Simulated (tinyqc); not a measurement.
X-ray reflectivity of a thin film on silicon: critical angles, Parratt recursion, fringes and roughness: one step, computed by the program tinyqc. Command: `OMP_NUM_THREADS=1 python tinyqc.py 3121223 3121224 out.jsonl xrr walk`. One thread of a shared host (Intel(R) Xeon(R) Processor @ 2.30GHz), about 0.01 s of CPU time with the checks.

n = 1 - delta + i beta; the classical electron radius is r_e = 2.8179403e-6 nm. Layer 0 is vacuum, 1 the film, 2 the substrate.

Problem. Fringe period, contrast and decay. Far above the critical angle the period is d theta = lambda/(2 d), or 2 pi/d in q; the envelope runs between (|r_01| - |r_12 p|)^2 and (|r_01| + |r_12 p|)^2; contrast = 2 a b/(a^2 + b^2) with a = |r_01|, b = |r_12 p|; roughness factors on the amplitudes are about exp(-q^2 sigma^2/2).

Inputs (values chosen for the exercise, modelled on ruthenium on silicon, copper K-alpha radiation):

| quantity | value | unit |
|---|---|---|
| wavelength lambda | 0.15406 | nm |
| film thickness d | 34.9 | nm |
| roughness of the surface sigma_1 | 1.1 | nm |
| roughness of the interface sigma_2 | 0.64 | nm |

1000 r_01 = 11.21199-1.16033i

1000 r_12 = -22.91358+2.60889i

p = 0.4203951+0.4908434i

q = 4 pi sin(theta)/lambda = 1.608598 1/nm

Give: period in theta; period in q; contrast; roughness factor, surface; roughness factor, interface.

Solution.

period in theta = 0.12646 degrees

period in q = 0.18003 1/nm

contrast = 0.96222

roughness factor, surface = 0.20899

roughness factor, interface = 0.58864
